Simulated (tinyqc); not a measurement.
Worked calculation: two-valley model of the transferred-electron effect. Computed by tinyqc, a small Python program that keeps every step. Command: `OMP_NUM_THREADS=1 python tinyqc.py 3002187 3002188 out.jsonl gunn walk`. One thread of a shared host (Intel(R) Xeon(R) Processor @ 2.30GHz), about 0.01 s of CPU time with the checks. Intermediate numbers are printed to about 5 digits and carried at full precision; extremes and crossings named in words are read from the listed rows.

Both kinds of valley share one electron temperature T_e, and each has a constant mobility.

Inputs (values chosen for the exercise, modelled on GaN): central-valley mass m1 = 0.2 m_0; satellite-valley mass m2 = 0.43 m_0; satellite valleys Z = 6; valley separation dE = 1.1 eV; central-valley mobility mu1 = 990 cm^2/(V s); satellite-valley mobility mu2 = 65 cm^2/(V s); energy relaxation time tau_E = 0.086 ps; lattice temperature T = 350 K; electric field F = 39 kV/cm; mixing = 0.1; iteration cap = 600; doping n = 2.5e+15 1/cm^3; device length L = 7.3 micrometre; permittivity eps = 9.7.

Solver: damped fixed point.

Constants: k_B = 8.617333262e-05 eV/K; eps_0 = 8.8541878128e-12 F/m; e = 1.602176634e-19 C.

## Equilibrium

Density-of-states ratio R = Z (m2/m1)^(3/2); n2/n1 = R exp(-dE/(k_B T_e)); mean mobility mu = (mu1 + mu2 n2/n1)/(1 + n2/n1); energy balance e mu F^2 = (3/2) k_B (T_e - T)/tau_E; v = mu F.

R = 18.915

n2/n1 without field = 2.7385e-15

low-field mobility = 990 cm^2/(V s)

dE is 36.5 k_B T, so the satellites are empty without field.

## First two iterations

Fixed point from T_e = T: T_out = T + (2/3) e mu(T_e) F^2 tau_E/k_B, T_new = T_e + mixing (T_out - T_e); stop when |T_out - T_e| is below 1e-6 K.

T_out of iteration 1 = 1351.8 K

T_e after iteration 1 = 450.18 K

mu at that T_e = 990.00 cm^2/(V s)

T_e after iteration 2 = 540.35 K

## Electron temperature

The formulas are those given above.

Course of the iteration:
```
iteration  T_e (K)  mu (cm^2/(V s))  |T_out - T_e| (K)
1            350.0           990.00         1.0018e+03
2            450.2           990.00         9.0166e+02
3            540.3           990.00         8.1149e+02
4            621.5           990.00         7.3034e+02
5            694.5           990.00         6.5731e+02
6            760.3           990.00         5.9158e+02
7            819.4           990.00         5.3242e+02
...            ...              ...                ...
190         1350.5           988.63         1.8828e-06
191         1350.5           988.63         1.6927e-06
192         1350.5           988.63         1.5218e-06
193         1350.5           988.63         1.3681e-06
194         1350.5           988.63         1.2300e-06
195         1350.5           988.63         1.1058e-06
196         1350.5           988.63         9.9415e-07
```

electron temperature T_e = 1350.5 K

Converged in 196 iterations.

## Velocity

The formulas are those given above.

share in the satellites = 0.14827 %

mean mobility = 988.63 cm^2/(V s)

drift velocity = 3.8557 1e7 cm/s

## Peak, valley and negative differential mobility

Using T_e as the parameter, F(T_e) = sqrt(3 k_B (T_e - T)/(2 e mu tau_E)) and v = mu F; find the first maximum and the next minimum of v, and the most negative dv/dF between them.

threshold field = 84.433 kV/cm

peak velocity = 5.6934 1e7 cm/s

T_e at the threshold = 3548.3 K

field of the velocity minimum = 188.41 kV/cm

valley velocity = 5.4129 1e7 cm/s

peak-to-valley ratio = 1.0518

most negative differential mobility = -45.366 cm^2/(V s)

At the threshold k_B T_e is dE/3.6. The field of this run lies below the threshold. Caution: T_e at the threshold exceeds 3000 K, outside the range of a Maxwellian in parabolic valleys.

## Does a domain form?

Space charge grows at the rate n e |mu_d|/(eps eps_0) during the transit time L/v, with v the valley velocity; Kroemer's criterion asks n L > eps eps_0 v/(e |mu_d|). Transit frequency v/L.

critical n L = 6.3960e+12 1/cm^2

n L of the device = 1.8250e+12 1/cm^2

transit frequency = 74.149 GHz

n L is 0.285 times the critical product: the field profile stays stable.

## Velocity against field

The formulas are those given above.

The curve:
```
F (kV/cm)  T_e (K)  share in the satellites (%)  v (1e7 cm/s)  low-field line (1e7 cm/s)
3.9            360                   7.5557e-13        0.3861                     0.3861
9.8            413                   7.2791e-11        0.9702                     0.9702
20.0           613                   1.7381e-06        1.9800                     1.9800
27.0           830                   3.9715e-04        2.6730                     2.6730
39.0          1350                   1.4827e-01        3.8557                     3.8610
55.0          2233                   5.8647e+00        5.1466                     5.4450
78.0          3298                   2.8287e+01        5.6811                     7.7220
120.0         4794                   5.6884e+01        5.5659                    11.8800
200.0         7558                   7.7747e+01        5.4168                    19.8000
390.0        16537                   8.9734e+01        6.2383                    38.6100
```

v falls between 78 and 200 kV/cm, while the share in the slow valleys goes from 28 to 78 %: transfer outruns the rise of the field. With constant mobilities n2/n1 tends to R and v ends on the line (mu1 + R mu2) F/(1 + R), a mobility of 111; real satellites saturate instead. Rows with T_e above 3000 K lie outside the range of a Maxwellian in parabolic valleys.

Checks made by the program: field recovered from T_e by the energy balance (relative difference 5e-10).
